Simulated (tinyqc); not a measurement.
Capacitances against the line height.

Endless row of lines of width wl, height tl and space sl between grounded planes at distance hd; e2 fills the gaps beside the lines, e1 the rest. Laplace's equation is solved on meshes of 3, 6 and 12 steps per unit u and extrapolated (Aitken), which is good to about 0.2 %. C_even (all lines at 1 V) is the capacitance Cg to the planes; C_odd (neighbours in antiphase) = Cg + 4 Cc if only nearest neighbours couple, which defines Cc; total with quiet neighbours Cg + 2 Cc. Plate values 2 eps0 e1 wl/hd and eps0 e2 tl/sl.

Values chosen for this exercise:
- e1 = 4.2 (relative permittivity above and below the lines)
- e2 = 7 (relative permittivity between the lines)
- wl = 6 u (line width, in units u)
- sl = 8 u (space between lines)
- hd = 6 u (distance to each plane)

Constants: eps0 = 8.8541878128e-12 F/m. Results are converted to the units shown.

The same in every row: plate Cg (aF/um) = 74.4.

Capacitances against the line height:
```
tl (u)	Cg (aF/um)	Cc (aF/um)	Cg + 2 Cc (aF/um)	C_odd (aF/um)	plate Cc (aF/um)	share of coupling, 2 Cc/(Cg + 2 Cc) (%)
2	149	18.7	187	224	15.5	20.0
4	155	33.0	221	287	31.0	29.8
6	157	48.0	253	349	46.5	37.9
8	158	63.2	285	411	62.0	44.4
12	159	94.1	347	535	93.0	54.2
16	159	125	409	659	124	61.1
```

Read the table: what changes, and by how much?

As tl goes from 2 to 16, Cg rises from 149 to 159 aF/um, Cc rises from 18.7 to 125 aF/um and the share of coupling rises from 20.0 to 61.1 %. Cg is 2.01 times its plate value in the first row and 2.14 times in the last; for Cc the ratios are 1.20 and 1.01. Neighbours in antiphase raise the load by a factor of 1.20 and 1.61 over quiet ones.

tinyqc, about 1 s, one thread, Intel Xeon 2.30GHz (shared host): `OMP_NUM_THREADS=1 python tinyqc.py 2790125 2790126 out.jsonl`
